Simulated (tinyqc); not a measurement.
Inside a calculation. Method: MP2 on RHF in the sto-6g basis, frozen core, for BeH2, spin multiplicity 1. One step of it, computed by the program tinyqc.

Task: Integrals over molecular orbitals. (pq|rs) = sum C_ip C_jq C_kr C_ls (ij|kl), one index at a time.

coefficients C, order 1Be 1s, 1Be 2s, 1Be 2px, 1Be 2py, 1Be 2pz, 2H 1s, 3H 1s:
```
[[0.994817, -0.199981, 0.000000, 0.020581, 0.000000, -0.217286, 0.000000],
 [0.020418, 0.614540, 0.000000, -0.089517, 0.000000, 1.011241, 0.000000],
 [0.000000, 0.000000, 0.000000, 0.000000, 1.000000, 0.000000, 0.000000],
 [0.000000, 0.000000, 0.494493, 0.000000, 0.000000, 0.000000, 1.163360],
 [-0.000064, 0.006989, 0.000000, 0.995546, 0.000000, 0.096565, 0.000000],
 [-0.002513, 0.396536, 0.439748, 0.047435, 0.000000, -0.701887, -0.784953],
 [-0.002513, 0.396536, -0.439748, 0.047435, 0.000000, -0.701887, 0.784953]]
```

core Hamiltonian H = T + V (hartree), order 1Be 1s, 1Be 2s, 1Be 2px, 1Be 2py, 1Be 2pz, 2H 1s, 3H 1s:
```
[[-8.591445, -2.022542, 0.000000, 0.000000, -0.000803, -0.295817, -0.295817],
 [-2.022542, -2.707683, 0.000000, 0.000000, -0.007276, -0.884188, -0.884188],
 [0.000000, 0.000000, -2.210352, 0.000000, 0.000000, 0.000000, 0.000000],
 [0.000000, 0.000000, 0.000000, -2.378462, 0.000000, -1.002255, 1.002255],
 [-0.000803, -0.007276, 0.000000, 0.000000, -2.210522, -0.032348, -0.032348],
 [-0.295817, -0.884188, 0.000000, -1.002255, -0.032348, -1.920416, -0.042690],
 [-0.295817, -0.884188, 0.000000, 1.002255, -0.032348, -0.042690, -1.920416]]
```

Two-electron integrals (ij|kl) in chemists' order, unique and non-zero (hartree):
```
(11|11) 2.299996    (21|11) 0.361879    (21|21) 0.071926    (22|11) 0.570332
(22|21) 0.139654    (22|22) 0.417773    (31|31) 0.015252    (32|31) 0.022555
(32|32) 0.092340    (33|11) 0.570332    (33|21) 0.139654    (33|22) 0.417773
(33|33) 0.450117    (41|41) 0.015252    (42|41) 0.022555    (42|42) 0.092340
(43|43) 0.024258    (44|11) 0.570332    (44|21) 0.139654    (44|22) 0.417773
(44|33) 0.401601    (44|44) 0.450117    (51|51) 0.015252    (52|51) 0.022555
(52|52) 0.092340    (53|53) 0.024258    (54|54) 0.024258    (55|11) 0.570332
(55|21) 0.139654    (55|22) 0.417773    (55|33) 0.401601    (55|44) 0.401601
(55|55) 0.450117    (61|11) 0.053469    (61|21) 0.010341    (61|22) 0.020075
(61|33) 0.019909    (61|41) 0.001028    (61|42) 0.002019    (61|44) 0.020407
(61|51) 0.000033    (61|52) 0.000064    (61|54) 0.000016    (61|55) 0.019909
(61|61) 0.001573    (62|11) 0.151095    (62|21) 0.037719    (62|22) 0.125656
(62|33) 0.120672    (62|41) 0.005198    (62|42) 0.032521    (62|44) 0.135609
(62|51) 0.000165    (62|52) 0.001032    (62|54) 0.000474    (62|55) 0.120687
(62|61) 0.006038    (62|62) 0.060168    (63|31) 0.003325    (63|32) 0.015856
(63|43) 0.005385    (63|53) 0.000171    (63|63) 0.004961    (64|11) 0.170409
(64|21) 0.043016    (64|22) 0.149378    (64|33) 0.140655    (64|41) 0.008319
(64|42) 0.050460    (64|44) 0.166808    (64|51) 0.000158    (64|52) 0.001098
(64|54) 0.000659    (64|55) 0.140670    (64|61) 0.007177    (64|62) 0.080875
(64|64) 0.111397    (65|11) 0.005407    (65|21) 0.001365    (65|22) 0.004739
(65|33) 0.004463    (65|41) 0.000158    (65|42) 0.001098    (65|44) 0.004951
(65|51) 0.003330    (65|52) 0.015890    (65|54) 0.005400    (65|55) 0.004805
(65|61) 0.000228    (65|62) 0.002566    (65|64) 0.003377    (65|65) 0.005068
(66|11) 0.321838    (66|21) 0.081838    (66|22) 0.305496    (66|33) 0.284167
(66|41) 0.012238    (66|42) 0.101322    (66|44) 0.348088    (66|51) 0.000388
(66|52) 0.003215    (66|54) 0.002028    (66|55) 0.284232    (66|61) 0.013430
(66|62) 0.192333    (66|64) 0.272877    (66|65) 0.008657    (66|66) 0.774999
(71|11) 0.053469    (71|21) 0.010341    (71|22) 0.020075    (71|33) 0.019909
(71|41) -0.001028   (71|42) -0.002019   (71|44) 0.020407    (71|51) 0.000033
(71|52) 0.000064    (71|54) -0.000016   (71|55) 0.019909    (71|61) 0.001422
(71|62) 0.004983    (71|64) 0.005500    (71|65) 0.000190    (71|66) 0.010746
(71|71) 0.001573    (72|11) 0.151095    (72|21) 0.037719    (72|22) 0.125656
(72|33) 0.120672    (72|41) -0.005198   (72|42) -0.032521   (72|44) 0.135609
(72|51) 0.000165    (72|52) 0.001032    (72|54) -0.000474   (72|55) 0.120687
(72|61) 0.004983    (72|62) 0.029092    (72|64) 0.032051    (72|65) 0.001224
(72|66) 0.067806    (72|71) 0.006038    (72|72) 0.060168    (73|31) 0.003325
(73|32) 0.015856    (73|43) -0.005385   (73|53) 0.000171    (73|63) 0.001796
(73|73) 0.004961    (74|11) -0.170409   (74|21) -0.043016   (74|22) -0.149378
(74|33) -0.140655   (74|41) 0.008319    (74|42) 0.050460    (74|44) -0.166808
(74|51) -0.000158   (74|52) -0.001098   (74|54) 0.000659    (74|55) -0.140670
(74|61) -0.005500   (74|62) -0.032051   (74|64) -0.034465   (74|65) -0.001331
(74|66) -0.074477   (74|71) -0.007177   (74|72) -0.080875   (74|74) 0.111397
(75|11) 0.005407    (75|21) 0.001365    (75|22) 0.004739    (75|33) 0.004463
(75|41) -0.000158   (75|42) -0.001098   (75|44) 0.004951    (75|51) 0.003330
(75|52) 0.015890    (75|54) -0.005400   (75|55) 0.004805    (75|61) 0.000190
(75|62) 0.001224    (75|64) 0.001331    (75|65) 0.001847    (75|66) 0.002899
(75|71) 0.000228    (75|72) 0.002566    (75|74) -0.003377   (75|75) 0.005068
(76|11) 0.007097    (76|21) 0.001728    (76|22) 0.005275    (76|33) 0.005167
(76|44) 0.005488    (76|51) 0.000015    (76|52) 0.000076    (76|55) 0.005169
(76|61) 0.000250    (76|62) 0.001705    (76|64) 0.002087    (76|65) 0.000079
(76|66) 0.004488    (76|71) 0.000250    (76|72) 0.001705    (76|74) -0.002087
(76|75) 0.000079    (76|76) 0.000069    (77|11) 0.321838    (77|21) 0.081838
(77|22) 0.305496    (77|33) 0.284167    (77|41) -0.012238   (77|42) -0.101322
(77|44) 0.348088    (77|51) 0.000388    (77|52) 0.003215    (77|54) -0.002028
(77|55) 0.284232    (77|61) 0.010746    (77|62) 0.067806    (77|64) 0.074477
(77|65) 0.002899    (77|66) 0.161428    (77|71) 0.013430    (77|72) 0.192333
(77|74) -0.272877   (77|75) 0.008657    (77|76) 0.004488    (77|77) 0.774999
```

Give: one-electron integrals over orbitals h = C^T H C; Two-electron integrals over orbitals.

Result:

one-electron integrals over orbitals h = C^T H C (hartree):
```
[[-8.583, 0.206, 0.000, -0.022, 0.000, 0.211, 0.000],
 [0.206, -2.255, 0.000, 0.015, 0.000, -0.267, 0.000],
 [0.000, 0.000, -2.180, 0.000, 0.000, 0.000, -0.319],
 [-0.022, 0.015, 0.000, -2.209, 0.000, -0.023, 0.000],
 [0.000, 0.000, 0.000, 0.000, -2.210, 0.000, 0.000],
 [0.211, -0.267, 0.000, -0.023, 0.000, -1.903, 0.000],
 [0.000, 0.000, -0.319, 0.000, 0.000, 0.000, -1.872]]
```

Two-electron integrals over orbitals (pq|rs), unique and non-zero (hartree); the lowest 1 orbital is frozen and left out:
```
(22|22) 0.368       (32|32) 0.158       (33|22) 0.379       (33|33) 0.402
(42|22) 2.91e-03    (42|33) 4.27e-03    (42|42) 0.047       (43|32) 0.007
(43|43) 0.012       (44|22) 0.348       (44|33) 0.329       (44|42) -0.014
(44|44) 0.450       (52|52) 0.046       (53|53) 0.012       (54|52) -4.11e-03
(54|54) 0.025       (55|22) 0.349       (55|33) 0.328       (55|42) -0.005
(55|44) 0.401       (55|55) 0.450       (62|22) -0.013      (62|33) -0.040
(62|42) -2.70e-03   (62|44) 0.071       (62|55) 0.072       (62|62) 0.085
(63|32) -0.092      (63|43) -0.006      (63|63) 0.088       (64|22) 3.73e-04
(64|33) -2.63e-03   (64|42) 0.045       (64|44) -7.94e-04   (64|55) 4.16e-03
(64|62) 0.011       (64|64) 0.048       (65|52) 0.046       (65|54) -2.53e-03
(65|65) 0.049       (66|22) 0.371       (66|33) 0.381       (66|42) 0.011
(66|44) 0.349       (66|55) 0.350       (66|62) -0.023      (66|64) 0.007
(66|66) 0.389       (72|32) -0.039      (72|43) -0.005      (72|63) 0.064
(72|72) 0.058       (73|22) 1.35e-03    (73|33) -0.018      (73|42) -0.007
(73|44) 0.073       (73|55) 0.073       (73|62) 0.081       (73|64) 0.006
(73|66) -0.018      (73|73) 0.089       (74|32) -0.012      (74|43) 0.013
(74|63) 0.008       (74|72) 2.46e-03    (74|74) 0.018       (75|53) 0.013
(75|75) 0.017       (76|32) 0.138       (76|43) 0.007       (76|63) -0.089
(76|72) -0.045      (76|74) -0.010      (76|76) 0.134       (77|22) 0.393
(77|33) 0.408       (77|42) 7.07e-04    (77|44) 0.374       (77|55) 0.374
(77|62) -0.014      (77|64) -2.19e-03   (77|66) 0.403       (77|73) 0.007
(77|77) 0.444
```
